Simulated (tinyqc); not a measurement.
Electron mobility in a silicon inversion layer, empirical terms and Matthiessen rule: one step of the calculation.

Inversion layer of sheet density Ns on a uniformly doped body. The mobility terms are empirical power laws with prefactors chosen for the exercise; adding their inverses (Matthiessen) is itself an approximation.

Task. Inversion density for the measured current. I = (W/L) q Ns mu Vd. E = q (Ndep + eta Ns)/(eps0 eps_r) in MV/cm. With t = T/(300 K): muC = Ac (Ns/1e12 cm^-2) t/(Nb/1e17 cm^-3 + Nit/1e11 cm^-2), muP = Ap E^(-1/3) t^(-1.75), muS = As E^(-gs); 1/mu is the sum of the inverses. Ns(new) = I/((W/L) q mu Vd).

Values chosen for this exercise; material values close to those of silicon: temperature T = 300 K; relative permittivity of the semiconductor eps_r = 11.9; body doping Nb = 3.8e17 cm^-3; weight of the inversion charge in the effective field eta = 0.5; phonon-limited mobility at 1 MV/cm and 300 K Ap = 467 cm^2/(V s); roughness-limited mobility at 1 MV/cm As = 1170 cm^2/(V s); exponent of the roughness term gs = 2; Coulomb prefactor Ac = 3000 cm^2/(V s); charge at the interface Nit = 5.5e10 cm^-2; ratio W/L WL = 20; drain voltage Vd = 0.02 V; measured linear current I = 88.1 uA.

Constants: q = 1.602176634e-19 C, eps0 = 8.8541878128e-14 F/cm where lengths are in cm. Results are converted to the units shown.

Ns at the start = 1.9e12 cm^-2
Ndep = 3.0968337e12 cm^-2

Give: E; mu; Ns after iteration 1.

Result.

E = 0.6154 MV/cm
mu = 343.9 cm^2/(V s)
Ns after iteration 1 = 3.998e12 cm^-2

Program tinyqc, `OMP_NUM_THREADS=1 python tinyqc.py 2510096 2510097 out.jsonl`; Intel Xeon 2.30GHz, shared host, one thread, about 0.01 s.
